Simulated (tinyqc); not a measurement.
Ideality, saturation current and resistance from three points.

Inverse problem. Well above the saturation current a diode obeys V = n Vt ln(I/I0) + I Rs. Find n, Rs and I0.

Values chosen for this exercise: temperature T = 325 K.

Constants: q = 1.602176634e-19 C, kB = 1.380649e-23 J/K, Vt = kB T/q. Results are converted to the units shown.

currents (A): 2e-6  0.0002  0.02
voltages (V): 0.56855813  0.72205889  0.87771587

Answer. V is linear in the three unknowns n Vt, Rs and -n Vt ln I0, so three points give a linear system.

n = 1.19
Rs = 0.110 ohm
I0 = 7.80e-14 A

tinyqc, about 0.01 s, one thread, Intel Xeon 2.30GHz (shared host): `OMP_NUM_THREADS=1 python tinyqc.py 2260126 2260127 out.jsonl`
